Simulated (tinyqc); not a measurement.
Two-step dopant diffusion (predeposition and drive-in) with a constant diffusivity. Changing the predeposition time t1. Computed by tinyqc, a small Python program. Command: `OMP_NUM_THREADS=1 python tinyqc.py 3006440 3006441 out.jsonl dopdiff sweep`. One thread of a shared host (Intel(R) Xeon(R) Processor @ 2.30GHz), about 0.09 s of CPU time with the checks.

Fick diffusion into a half space x > 0 whose background doping C_B is of the opposite type, so that a junction lies where C = C_B.

Inputs (values chosen for the exercise, modelled on phosphorus in silicon):

| quantity | value | unit |
|---|---|---|
| prefactor D0 | 4.8 | cm^2/s |
| activation energy E | 3.69 | eV |
| surface concentration C_s | 3.2e+19 | 1/cm^3 |
| background doping C_B | 2.6e+15 | 1/cm^3 |
| predeposition temperature T1 | 850 | C |
| drive-in temperature T2 | 1025 | C |
| drive-in time t2 | 240 | min |
| mean mobility in the layer mu | 180 | cm^2/(V s) |
| ramp rate | 10 | C/min |
| stand-by temperature | 750 | C |

Furnace ramps of the drive-in: linear ramps.

Constants: k_B = 8.617333262e-05 eV/K; e = 1.602176634e-19 C.

Method:
- D = D0 exp(-E/(k_B T)).
- Temperatures in kelvin are T(C) + 273.15.
- Times in seconds are 60 times the minutes.
- One ramp between the stand-by temperature and T2 adds int D dT / rate (40-point Gauss-Legendre); the usual estimate counts it as an extra time k_B T2^2/(E rate) at T2. (Dt)2 = D2 t2 + two ramps, times in seconds.
- C = C_s erfc(x/(2 sqrt(D1 t1))); dose Q = 2 C_s sqrt(D1 t1/pi); the junction solves erfc(z) = C_B/C_s with x_j = 2 z sqrt(D1 t1).
- With a sealed surface and a thin source, C = Q/sqrt(pi (Dt)2) exp(-x^2/(4 (Dt)2)); x_j = 2 sqrt((Dt)2 ln(C(0)/C_B)); gradient at the junction |dC/dx| = C_B x_j/(2 (Dt)2).
- Net dose Q_net = Q erf(x_j/(2 sqrt((Dt)2))) - C_B x_j; R_s = 1/(e mu Q_net), with every dopant ionised and one mobility.
- Exact two-step profile: C = (2 C_s/pi) int_0^alpha exp(-beta (1 + u^2))/(1 + u^2) du with alpha = sqrt(D1 t1/(Dt)2), beta = x^2/(4 (D1 t1 + (Dt)2)).
- The integral takes 48 Gauss-Legendre points; solve C(x) = C_B.

One run for each value:

| predeposition time t1 (min) | dose Q (1/cm^2) | sheet resistance R_s (Gaussian) (ohm/square) | junction depth x_j (um) | exact junction depth (um) |
|---|---|---|---|---|
| 2.0 | 4.5600e+12 | 7975.2 | 0.73284 | 0.73285 |
| 4.0 | 6.4488e+12 | 5566.4 | 0.76402 | 0.76404 |
| 7.9 | 9.0628e+12 | 3924.1 | 0.79345 | 0.79349 |
| 16.0 | 1.2898e+13 | 2738.1 | 0.82285 | 0.82294 |
| 31.0 | 1.7953e+13 | 1957.6 | 0.84948 | 0.84967 |
| 61.0 | 2.5183e+13 | 1390.5 | 0.87590 | 0.87629 |
| 120.0 | 3.5322e+13 | 988.8 | 0.90154 | 0.90232 |
| 240.0 | 4.9952e+13 | 697.8 | 0.92706 | 0.92868 |

Over the rows, dose Q (1/cm^2) rises from 4.56e12 to 5.00e13 (exponent d ln y / d ln x about 0.50 throughout); sheet resistance R_s (Gaussian) (ohm/square) falls from 7980 to 698 (exponent d ln y / d ln x about -0.51 throughout); junction depth x_j (um) rises from 0.733 to 0.927 (exponent d ln y / d ln x 0.060 between the first rows and 0.040 between the last). The exponent of dose Q stays at 0.50: a constant source admits a dose that grows as sqrt(D t). The exponent of sheet resistance R_s (Gaussian) stays between -0.52 and -0.50, near -0.50: R_s is inverse to the dose. The Gaussian junction falls short of the exact one by 0.0014 % in the first row and 0.17 % in the last, as the source thickens.

Caution (all rows): C_s exceeds the intrinsic carrier density of silicon at the predeposition temperature (2e18 to 1e19 per cm^3), where real diffusivities rise with concentration and profiles turn box-like.
